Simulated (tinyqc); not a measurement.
Ideality, resistance and saturation current from three points.

Problem. Well above I0 a diode obeys V = n Vt ln(I/I0) + Rs I. Find n, Rs and I0.

Inputs (values chosen for the exercise): temperature T = 400 K.

Constants: q = 1.602176634e-19 C, kB = 1.380649e-23 J/K, Vt = kB T/q. Results are converted to the units shown.

I (A): 0.0027  0.027  0.26
V (V): 0.73728021  0.85042407  1.1499019

Answer. The equation is linear in a = n Vt, Rs and c = -a ln I0; three points give a 3 x 3 system.

n = 1.150
Rs = 0.9000 ohm
I0 = 2.401e-11 A

Program tinyqc, `OMP_NUM_THREADS=1 python tinyqc.py 2640017 2640018 out.jsonl`; Intel Xeon 2.30GHz, shared host, one thread, about 0.01 s.
